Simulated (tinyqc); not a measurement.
Shockley state of an s-p chain by decimation: sweeps and comparisons. A value that a table varies takes the place of the one given here.

Each site has s at -d/2 and p at +d/2: H0 = diag(-d/2, d/2). The block to the next site on the right is H1 = [[-ts, u], [-u, tp]] (rows s, p of site n; columns s, p of site n + 1). Bulk: H(k) = [[-d/2 - 2 ts cos k, 2i u sin k], [-2i u sin k, d/2 + 2 tp cos k]]. The bands are inverted at k = pi if d < 2 (ts + tp).

Decimation (Sancho-Rubio) at z = E + i eta: start with es = e = H0, A = H1, B = H1^T. Each round forms g = (z - e)^-1 and sets es += A g B, e += A g B + B g A, A = A g A, B = B g B, doubling the length covered. Stop when all |A| < 1e-10. Surface G = (z - es)^-1, bulk G = (z - e)^-1; densities -Im tr G/pi.

Parameters, chosen for this exercise:
```
symbol  value  unit  meaning
d       1.94   eV    Ep - Es
ts      1.17   eV    s-s hopping
tp      1.1    eV    p-p hopping
u       0.92   eV    s-p hopping
eta     0.05   eV    broadening
E1      -1.43  eV    first energy
dE      0.3    eV    step
E       0.52   eV    energy
```

## Surface against bulk across the gap

Eleven energies E1 + j dE.

Densities (1/eV):
```
E (eV)  surface    bulk
-1.430   0.2510  0.5692
-1.130   0.0405  0.2158
-0.830   0.0272  0.0304
-0.530   0.0468  0.0145
-0.230   0.1885  0.0103
0.070    3.1376  0.0093
0.370    0.1139  0.0106
0.670    0.0379  0.0154
0.970    0.0259  0.0332
1.270    0.0471  0.2449
1.570    0.3110  0.6003
```

edges of the bulk gap (201 k points) (eV): -1.2300  1.3700

How do the results move?

Inside the gap the bulk density is only the tail of the broadening, at least 0.0093. The surface density peaks at 0.070 eV among these rows (3.138); a chain of 60 sites puts the surface level at 0.0299 eV.

## Through the band inversion

d = f 2 (ts + tp). Gap edges from 201 k points; levels in the gap from an open chain of 60 sites (their mean, and the weight on the two end sites summed over them, divided by their number); a dash: none.

Against d:
```
f     d (eV)  top of lower band (eV)  bottom of upper band (eV)  levels in the gap  mean level (eV)  end weight
0.10   0.454                 -1.7901                     1.8309                  2           0.0070       0.979
0.30   1.362                 -1.5168                     1.6393                  2           0.0210       0.900
0.50   2.270                 -1.0650                     1.2050                  2           0.0350       0.742
0.70   3.178                 -0.6110                     0.7510                  2           0.0490       0.504
0.85   3.859                 -0.2705                     0.4105                  2           0.0595       0.274
1.15   5.221                 -0.2705                     0.4105                  0                -           -
1.30   5.902                 -0.6110                     0.7510                  0                -           -
1.60   7.264                 -1.2920                     1.4320                  0                -           -
```

What can be read from the table?

Levels in the gap appear for f = 0.1, 0.3, 0.5, 0.7 and 0.85 and for none of the other rows; the gap closes at f = 1. The level lies at 0.0070 eV for f = 0.1 and 0.0595 eV for f = 0.85, on the line E = d (ts - tp)/(2 (ts + tp)), and its end weight goes from 0.98 to 0.27: no shift of the surface potential is needed, the inversion alone binds it.

## What each parameter does

Gap edges from 201 k points between 0 and pi, and the surface density at E by decimation. Each row changes one parameter from the base and keeps the others.

Results:
```
case           top of lower band (eV)  bottom of upper band (eV)  surface density (1/eV)
base                          -1.2300                     1.3700                  0.0587
d = 2.134 eV                  -1.1330                     1.2730                  0.0571
ts = 1.287 eV                 -1.2300                     1.5935                  0.0705
tp = 1.21 eV                  -1.4499                     1.3700                  0.0504
u = 1.012 eV                  -1.2300                     1.3700                  0.0585
eta = 0.1 eV                  -1.2300                     1.3700                  0.1141
```

How do the results move?

The largest shifts from the base row, up to three for each result and ties (the steps differ in size, so this ranks the rows, not the parameters). top of lower band (eV): tp -0.2199, d +0.0970; unchanged at the printed digits by ts, u and eta. bottom of upper band (eV): ts +0.2235, d -0.0970; unchanged at the printed digits by tp, u and eta. surface density (1/eV): eta +0.0554, ts +0.0118, tp -0.0082. The base chain is inverted, so a surface state lies in the gap; E lies in the gap.

(tinyqc, `OMP_NUM_THREADS=1 python tinyqc.py 1451570 1451571 out.jsonl`, Intel(R) Xeon(R) Processor @ 2.30GHz, 1 thread, shared host, about 0.2 s.)
